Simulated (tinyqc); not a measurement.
## Trap depth and cross-section from two peaks

Question. A DLTS peak lies where ew = sn g T^2 exp(-Et/kB T), g = vth Nc/(300 K)^2. Find Et and sn.

Inputs (values chosen for the exercise):
```
symbol    value   unit                                     meaning
Nc      2.85e19  cm^-3  conduction-band density of states at 300 K
vth       2.3e7   cm/s                   thermal velocity at 300 K
```

Constants: q = 1.602176634e-19 C, kB = 1.380649e-23 J/K. Results are converted to the units shown.

peak temperatures for ew = 10 and 500 1/s (K): 134.40226  155.43130

Solution. The slope of ln(ew/T^2) against q/kB T is -Et, and the intercept is ln(sn g).

Et = 0.3100 eV
sn = 3.200e-14 cm^2

Numbers from tinyqc (`OMP_NUM_THREADS=1 python tinyqc.py 2050102 2050103 out.jsonl`; about 0.01 s on one thread of a shared Intel Xeon 2.30GHz).
